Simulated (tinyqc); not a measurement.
# Free and trapped electrons in a MOS channel with a dense trap tail, step by step

Numbers from tinyqc (`OMP_NUM_THREADS=1 python tinyqc.py 2222180 2222181 out.jsonl`; about 0.02 s on one thread of a shared Intel Xeon 2.30GHz). Printed values are rounded.

p-type body, charge-sheet picture, full ionisation (an idealisation for deep acceptors), Boltzmann statistics for free electrons. e = Ec - EF at the surface. Acceptor-like traps of density D(E) = D0 + De exp(-E/Ew) at depth E below Ec, from 0 to Eu, hold n_t = integral of D(E)/(1 + exp((e - E)/Vt)). psi = Eg - Vt ln(Nv/Na) - e; N_dep = sqrt(2 eps0 eps_r Na (psi - Vt)/q); n_f = sqrt(N_dep^2 + 2 eps0 eps_r Vt Nc exp(-e/Vt)/q) - N_dep; Vg = Vfb + psi + q (N_dep + n_t + n_f)/Cox, Cox = eps0 eox/tox.

Values chosen for this exercise; band and dielectric values close to those of 4H silicon carbide: temperature T = 300 K; band gap Eg = 3.22 eV; relative permittivity eps_r = 9.62; conduction-band density of states at T Nc = 1.7e19 cm^-3; valence-band density of states at T Nv = 2.52e19 cm^-3; relative permittivity of the insulator eox = 3.9; insulator thickness tox = 57 nm; acceptor density Na = 2.5e16 cm^-3; flat-band voltage without trapped charge Vfb = -2.74 V; constant background density of acceptor-like traps D0 = 5.3e10 cm^-2 eV^-1; density of the tail at the conduction edge De = 1.4e13 cm^-2 eV^-1; decay energy of the tail Ew = 0.06 eV; depth below Ec down to which the traps reach Eu = 0.93 eV; mobility of free electrons mf = 60 cm^2/(V s); Ec - EF at the surface e = 0.053 eV.

Constants: q = 1.602176634e-19 C, kB = 1.380649e-23 J/K, Vt = kB T/q, eps0 = 8.8541878128e-14 F/cm where lengths are in cm. Results are converted to the units shown.

## Trapped charge

Trapezoid rule on 16 equal steps from 0 to Eu, f = 1/(1 + exp((e - E)/Vt)).

```
point     E (eV)  D(E) f (cm^-2 eV^-1)
0              0            1.60259e12
1      0.0581250            2.94852e12
2       0.116250            1.90495e12
3       0.174375            8.11111e11
4         0.2325            3.43230e11
5       0.290625            1.63268e11
6       0.348750            9.48582e10
7       0.406875            6.88879e10
8          0.465            5.90304e10
9       0.523125            5.52889e10
10      0.581250            5.38688e10
11      0.639375            5.33297e10
12        0.6975            5.31252e10
13      0.755625            5.30475e10
14      0.813750            5.30180e10
15      0.871875            5.30068e10
16          0.93            5.30026e10
```

n_t = 4.41537e11 cm^-2

With 1600 steps n_t = 4.494e11 cm^-2; the coarse value is 1.7 % below it.

## Charges and gate voltage

psi, N_dep, n_f and Vg as defined, with the n_t given; free share n_f/(n_f + n_t); apparent mobility mf n_f/(n_f + n_t); gate voltage spent on traps q n_t/Cox.

psi = 2.98821 V
N_dep = 8.87382e11 cm^-2
n_f = 2.91148e11 cm^-2
Vg = 4.53276 V
free share = 39.7371 %
apparent mobility = 23.8423 cm^2/(V s)
gate voltage spent on traps = 1.16772 V
